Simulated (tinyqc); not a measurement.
Inside a calculation: shallow acceptor in the spherical four-band model. Values are carried at full precision from step to step, so a last printed digit may differ when a step is redone from the rounded ones.

Units Ry* = Ry/(g1 eps^2) and a* = a0 eps g1; mu = (6 g3 + 4 g2)/(5 g1) is the spherical heavy-light coupling and delta = (g3 - g2)/g1 the cubic term, which is left out.

Constants: Ry = 13.60569312 eV; a0 (Bohr radius) = 0.5291772105 angstrom.

Parameters, chosen for this exercise (near those of a shallow acceptor in InP; not measured data): g1 = 5.07 (Luttinger gamma1); g2 = 1.6 (gamma2); g3 = 2.1 (gamma3); eps = 12.6 (dielectric constant); al = (0.401, 2.4, 14.4) 1/a*^2 (exponents a_i, the same for f and g); Dso = 0.107 eV (spin-orbit splitting).

## Units and couplings

Give Ry*, a*, mu, delta and the spherical masses 1/(g1 (1 -/+ mu)).

Ry* = 16.903 meV
a* = 33.80 angstrom
mu = 0.7495
delta = 0.0986

heavy and light mass (m0): [0.7874, 0.1127]

A hydrogen model with the heavy mass would bind by Ry*/(1 - mu) = 67.5 meV and with the light mass by 9.7 meV. delta/mu = 0.13: the cubic term is a modest correction.

## Matrices in a small basis

The ground state 1S3/2 has an L = 0 part f(r) and an L = 2 part g(r). In units of Ry* and a*, with Gaussians f_i = exp(-a_i r^2), g_i = r^2 exp(-a_i r^2), A = a_i + a_j and I(n) = Gamma((n + 1)/2)/(2 A^((n + 1)/2)): S_ff = I(2), S_gg = I(6), H_ff = (6 a_i a_j/A) I(2) - 2 I(1), H_gg = (14 a_i a_j/A) I(6) - 2 I(5), H_fg = -mu [15 I(2) - 20 a_j I(4) + 4 a_j^2 I(6)]; each function is then normalised. The split-off band is left out.

Form S and H.

S, rows f1, f2, f3, g1, g2, g3 and columns alike:
$$\begin{pmatrix}
1.0000 & 0.5863 & 0.1850 & 0 & 0 & 0 \\
0.5863 & 1.0000 & 0.5855 & 0 & 0 & 0 \\
0.1850 & 0.5855 & 1.0000 & 0 & 0 & 0 \\
0 & 0 & 0 & 1.0000 & 0.2877 & 0.0195 \\
0 & 0 & 0 & 0.2877 & 1.0000 & 0.2868 \\
0 & 0 & 0 & 0.0195 & 0.2868 & 1.0000
\end{pmatrix}$$

H (Ry*), rows f1, f2, f3, g1, g2, g3 and columns alike:
$$\begin{pmatrix}
-0.8180 & -1.0057 & -1.1733 & -1.1640 & -0.3348 & -0.0227 \\
-1.0057 & 2.2557 & 1.8108 & -2.0041 & -6.9668 & -1.9978 \\
-1.1733 & 1.8108 & 31.0890 & -0.8155 & -11.9870 & -41.8007 \\
-1.1640 & -2.0041 & -0.8155 & 1.7291 & 0.8043 & 0.0162 \\
-0.3348 & -6.9668 & -11.9870 & 0.8043 & 14.1630 & 6.8441 \\
-0.0227 & -1.9978 & -41.8007 & 0.0162 & 6.8441 & 94.3408
\end{pmatrix}$$

## Ground state in the small basis

Solve H u = E S u for the lowest level of the acceptor; the first half of the basis is L = 0 and the second L = 2. Give E, E without the f-g block, and the L = 2 weight u_g S_gg u_g with u S u = 1.

E = -2.024 Ry*
E without coupling = -0.904 Ry*
L = 2 weight = 0.238

Without the coupling the exact value is -1, which this basis, tuned to the compact coupled state, misses by 0.096. The coupling to L = 2 takes the level to 2.02 times that exact value.

## Converged result

Converged values use 22 exponents 2.2^i, i = -7 to 14, for f and for g.
Ground and next level of the same symmetry, L = 2 weight and mean radius.

1S3/2 and 2S3/2 (Ry*): [-2.142, -0.634]

binding energies (meV): [36.2, 10.7]

L = 2 weight = 0.259
<r> = 25.9 angstrom

The small basis reaches 95 % of the binding. The ratio 1S/2S is 3.38 (4 for hydrogen). The binding is 0.34 of Dso, so the split-off band, left out here, would deepen it noticeably.

## Checks

- Level at mu = 0 against -1 Ry*: both -1.0000.
- Ground level from a second, denser basis, Ry*: both -2.142.

(tinyqc, `OMP_NUM_THREADS=1 python tinyqc.py 1280665 1280666 out.jsonl`, Intel(R) Xeon(R) Processor @ 2.30GHz, 1 thread, shared host, about 0.03 s.)
